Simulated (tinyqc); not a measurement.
Bias-temperature instability from a Gaussian distribution of capture and emission barriers: one step, computed by the program tinyqc. Command: `OMP_NUM_THREADS=1 python tinyqc.py 3006740 3006741 out.jsonl bti walk`. One thread of a shared host (Intel(R) Xeon(R) Processor @ 2.30GHz), about 0.01 s of CPU time with the checks.

Each trap has a capture time tau_0 exp(E_c/(k_B T)) under stress and an emission time tau_0 exp(E_e/(k_B T)) after it. E_c is Gaussian, and E_e = E_c + d with d Gaussian and independent. A trap counts as filled once t_s exceeds its capture time and as emptied once t_r exceeds its emission time.

Problem. Lifetime. Demarcation energies E_s = k_B T ln(t_s/tau_0), E_r = k_B T ln(t_r/tau_0); mean barrier mu = mu_c - k_F F; z = (E_s - mu)/sigma_c; Phi is the standard normal distribution. Temperatures in kelvin are T(C) + 273.15. Solve V_max Phi(z) = criterion for t_s; the power-law extrapolation from the stress point is t_s (criterion/dV0)^(1/n); 1 year = 3.15576e7 s.

Inputs (values chosen for the exercise, for a model p-channel transistor):
```
quantity,value,unit
shift with all traps filled V_max,69,mV
spread of capture barriers sigma_c,0.31,eV
time constant tau_0,3e-09,s
temperature T,25,C
stress time t_s,6,s
failure criterion,30,mV
```

mean barrier mu = 1.4058 eV

shift without recovery dV0 = 0.1994992 mV

time exponent n = 0.2536817

Constants: k_B = 8.617333262e-05 eV/K.

Give: log10 of the lifetime in s; log10 of the power-law estimate in s.

Solution.

log10 of the lifetime in s = 14.38

log10 of the power-law estimate in s = 9.360

The power law gives a time shorter by 5.02 decades, since n falls as traps fill; ten years is log10 = 8.50. Caution: a lifetime this far beyond any test is a formal extrapolation of the Gaussian.
